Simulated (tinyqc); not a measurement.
Surface segregation during layer-by-layer epitaxy: two-layer exchange kinetics and the shape of quantum wells and delta layers: one step, computed by the program tinyqc.

Atoms A and B exchange only between the growing layer and the one below it. B is supplied for N layers, then pure A follows.

Problem. The second layer. Each layer is deposited complete with B share x_dep and then exchanges for the time tau = 1/G with the layer below, whose share is b (total c = s + b fixed): ds/dt = p1 b (1 - s) - p2 s (1 - b), s(0) = x_dep. With the roots s1 < s2 of the right side, (s - s1)/(s - s2) = [(s(0) - s1)/(s(0) - s2)] exp(-(p1 - p2)(s2 - s1) tau). The lower layer is then buried with c - s, and s becomes the b of the next layer. Layer 1 is deposited on pure A with share x0; with nothing to lift from below, take b = 0 and s(0) = x0 for it. Then layer 2 has x_dep = x0.

Inputs (values chosen for the exercise, close to those used for germanium in silicon): growth rate G = 0.53 layers/s; share x0 of B in the flux during the well = 0.3; layers in the well N = 8; temperature T = 390 C.

p1 = 0.5812900 1/s

p2 = 0.005157732 1/s

Give: share in layer 1 after its exchange; root s1 for layer 2; root s2 for layer 2; share in layer 2 after its exchange; share buried in layer 1.

Solution.

share in layer 1 after its exchange = 0.29797

root s1 for layer 2 = 0.58559

root s2 for layer 2 = 1.0303

share in layer 2 after its exchange = 0.44426

share buried in layer 1 = 0.15371
